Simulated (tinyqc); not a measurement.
# Electroplating on a thin resistive seed layer: kinetics, Wagner number and the terminal effect across a wafer, step by step

A worked calculation. Computed by tinyqc, a small Python program that keeps every step. Command: `OMP_NUM_THREADS=1 python tinyqc.py 3120468 3120469 out.jsonl terminal walk`. One thread of a shared host (Intel(R) Xeon(R) Processor @ 2.30GHz), about 0.02 s of CPU time with the checks. Intermediate numbers are printed to about 6 digits and carried at full precision; extremes and crossings named in words are read from the listed rows.

Current enters the seed at the rim. The bath is treated as a local resistance per area (no lateral flow in the liquid), two electrons per ion, molar volume 7.11 cm^3/mol, Faraday constant F = e N_A, kinematic viscosity 0.01 cm^2/s, omega = 2 pi x rpm/60; k_B T/e is in volts.

Inputs (values chosen for the exercise, of the order of those for copper plating from an acid sulfate bath): wafer radius R = 7.5 cm; seed thickness t = 110 nm; seed resistivity = 18 microohm cm; bath conductivity kappa = 0.15 S/cm; gap to the anode h = 11 cm; extra resistance of a porous plate = 0 ohm cm^2; exchange current density i_0 = 0.13 mA/cm^2; cathodic transfer coefficient alpha = 0.88; mean current density = 19 mA/cm^2; diffusivity of the metal ion = 6.1e-06 cm^2/s; metal ion concentration = 0.45 mol/L; rotation rate = 200 rpm; temperature T = 298 K.

Constants: e = 1.602176634e-19 C; N_A = 6.02214076e+23 1/mol; k_B = 8.617333262e-05 eV/K.

## Rate, limit and resistances

Growth rate = i V_m/(2 F). Levich limit i_L = 0.62 x 2 F D^(2/3) omega^(1/2) nu^(-1/6) c. Tafel overpotential eta = (k_B T/(alpha e)) ln(i/i_0); kinetic resistance k_B T/(alpha e i); bath resistance h/kappa + plate; R_s = resistivity/t; Wagner number = kinetic resistance x kappa/R.

growth rate = 420.033 nm/min

limiting current i_L = 177.219 mA/cm^2

overpotential = 145.459 mV

kinetic resistance = 1.53586 ohm cm^2

bath resistance R_b = 73.3333 ohm cm^2

sheet resistance R_s = 1.63636 ohm/square

Wagner number = 0.0307173

## Linear estimate of the terminal effect

Linearised: with R_t = kinetic + bath resistance the current density obeys (1/r)(r i')' = i R_s/R_t, so i = A I_0(r/l), l = sqrt(R_t/R_s); with x = R/l, edge/centre = I_0(x) and edge/mean = x I_0(x)/(2 I_1(x)). Voltage drop in the seed for a uniform current: i R_s R^2/4.

length l = 6.76413 cm

x = R/l = 1.10879

edge over centre, linear = 1.33179

edge over mean, linear = 1.14636

drop for uniform current = 437.216 mV

## Current distribution

Full model: seed potential phi(r) with (1/r)(r phi')' = R_s i, where i solves phi = R_b i + (k_B T/(alpha e)) ln(i/i_0) (phi being the driving voltage left at r); phi'(0) = 0 and phi'(R) = R_s i_mean R/2. Solved by collocation to a tolerance of 1e-7.

Across the wafer:
```
r/R   i (mA/cm^2)   i/mean  i/mean, linear
0.00      16.3573  0.86091         0.86077
0.20      16.5583  0.87149         0.87138
0.40      17.1694  0.90365         0.90362
0.60      18.2139  0.95863         0.95868
0.75      19.3054  1.01607         1.01614
0.90      20.6868  1.08878         1.08877
1.00      21.7834  1.14650         1.14636
```

edge over centre, full model = 1.33173

The full model gives 1.33 against 1.33 from the linear form; the kinetic resistance, which the linear form holds fixed, is a small part of R_t here.

## As the film thickens, and with more bath resistance

The film is taken as uniform, with the seed resistivity; the last column adds 100 ohm cm^2 to R_b. Extra power of that plate = i^2 x 100 ohm cm^2 x area.

Edge over centre:
```
thickness (nm)  R_s (ohm/square)  as given  with 100 ohm cm^2 more
110                      1.63636   1.33173                 1.13598
165                      1.09091   1.21562                 1.08967
220                      0.81818   1.15967                 1.06689
330                      0.54545   1.10510                 1.04435
550                      0.32727   1.06242                 1.02649
1100                     0.16364   1.03097                 1.01320
2200                     0.08182   1.01543                 1.00659
```

extra power = 6.37940 W

The ratio falls below 1.1 from 550 nm on as given, and from 165 nm on with the added resistance: what counts is R_s R^2 against the sum of kinetic and bath resistance.

Checks made by the program: mean of the distribution (relative difference 4e-08).
